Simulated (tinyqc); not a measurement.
Low-temperature mobility of a two-dimensional electron gas with static screening: one step, computed by the program tinyqc.

One subband is filled, the gas is degenerate and scatters at the Fermi circle; one permittivity serves on both sides of the interface. All formulas are in SI units, masses times m_0. Piezoelectric and polar phonons are left out, and n_s is taken as set by a gate, independent of N_i.

Question. Fermi circle, screening and layer thickness. k_F = sqrt(2 pi n_s/g_v); E_F = hbar^2 k_F^2/(2 m); q_TF = g_v m e^2/(2 pi eps eps_0 hbar^2); Fang-Howard parameter b = [12 m_z e^2 (N_d + 11 n_s/32)/(eps eps_0 hbar^2)]^(1/3), mean depth 3/b; effective field F = e (N_d + n_s/2)/(eps eps_0).

Inputs (values chosen for the exercise, modelled on a strained silicon well): in-plane mass m = 0.182 m_0; mass across the layer m_z = 0.938 m_0; permittivity eps = 11.6; valley degeneracy g_v = 2; sheet density n_s = 1e+13 1/cm^2; depletion charge N_d = 4e+10 1/cm^2.

Wave function: Fang-Howard. Roughness spectrum: exponential.

Constants: m_0 = 9.1093837015e-31 kg; e = 1.602176634e-19 C; eps_0 = 8.8541878128e-12 F/m; hbar = 1.054571817e-34 J s.

Give: k_F; E_F; q_TF; b; mean depth; effective field F.

Answer.

k_F = 0.56050 1/nm

E_F = 65.766 meV

q_TF = 1.1860 1/nm

b = 2.0011 1/nm

mean depth = 1.4992 nm

effective field F = 0.78620 MV/cm

q_TF/(2 k_F) = 1.06: screening is strong for back-scattering.
